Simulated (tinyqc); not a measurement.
Harmonic frequencies on the UHF/3-21g surface (energies and gradients from PySCF), for H2+, spin multiplicity 2, step by step. Computed by tinyqc, a small Python program that keeps every step (integrals from PySCF). Settings: charge = 1, multiplicity = 2, basis = 3-21g, delta = 0.002. Command: `OMP_NUM_THREADS=1 python tinyqc.py 31350 31351 out.jsonl` (the two numbers bound the seeds that draw the settings). One thread of a shared host (Intel(R) Xeon(R) Processor @ 2.60GHz), about 0.1 s of CPU time with the checks.

## One row of the Hessian: 1Hz

optimised positions (bohr), order 1H, 2H:
$$\begin{pmatrix}
0.0000 & 0.0000 & -0.3402 \\
0.0000 & 0.0000 & 1.6535
\end{pmatrix}$$

gradient at +delta (hartree/bohr), order 1H, 2H:
$$\begin{pmatrix}
0.000000 & 0.000000 & 0.000166 \\
0.000000 & 0.000000 & -0.000166
\end{pmatrix}$$

gradient at -delta (hartree/bohr), order 1H, 2H:
$$\begin{pmatrix}
0.000000 & 0.000000 & -0.000161 \\
0.000000 & 0.000000 & 0.000161
\end{pmatrix}$$

Displace 1Hz by +/-0.002 bohr; H(k, :) = (g(+) - g(-)) / (2 delta).

row of the Hessian (hartree/bohr^2): 1Hx 0.000000, 1Hy 0.000000, 1Hz 0.081766, 2Hx 0.000000, 2Hy 0.000000, 2Hz -0.081766

## Hessian by finite differences

All rows are made in the same way, and the matrix is symmetrised.

Hessian (symmetrised) (hartree/bohr^2), order 1Hx, 1Hy, 1Hz, 2Hx, 2Hy, 2Hz:
$$\begin{pmatrix}
-0.000001 & 0.000000 & 0.000000 & 0.000001 & 0.000000 & 0.000000 \\
0.000000 & -0.000001 & 0.000000 & 0.000000 & 0.000001 & 0.000000 \\
0.000000 & 0.000000 & 0.081766 & 0.000000 & 0.000000 & -0.081766 \\
0.000001 & 0.000000 & 0.000000 & -0.000001 & 0.000000 & 0.000000 \\
0.000000 & 0.000001 & 0.000000 & 0.000000 & -0.000001 & 0.000000 \\
0.000000 & 0.000000 & -0.081766 & 0.000000 & 0.000000 & 0.081766
\end{pmatrix}$$

## Normal modes

masses (u): 1H 1.0078, 2H 1.0078

Diagonalise H_ij / sqrt(m_i m_j); the 5 smallest eigenvalues belong to translations and rotations; wavenumber = sqrt(eigenvalue / 1822.888) x 219474.63; each mode has its largest component positive (the first on a tie); zero-point energy = sum of wavenumbers / 2, with 349.755 1/cm per kcal/mol.

eigenvalues of the mass-weighted Hessian (hartree/(bohr^2 u)): [0.0000, 0.0000, 0.0000, 0.0000, 0.0000, 0.1623]

harmonic wavenumbers of the vibrations (1/cm): [2070.7]

mass-weighted modes, order 1Hx, 1Hy, 1Hz, 2Hx, 2Hy, 2Hz:
$$\begin{pmatrix}
0.0000 \\
0.0000 \\
0.7071 \\
0.0000 \\
0.0000 \\
-0.7071
\end{pmatrix}$$

zero-point energy = 2.9602 kcal/mol
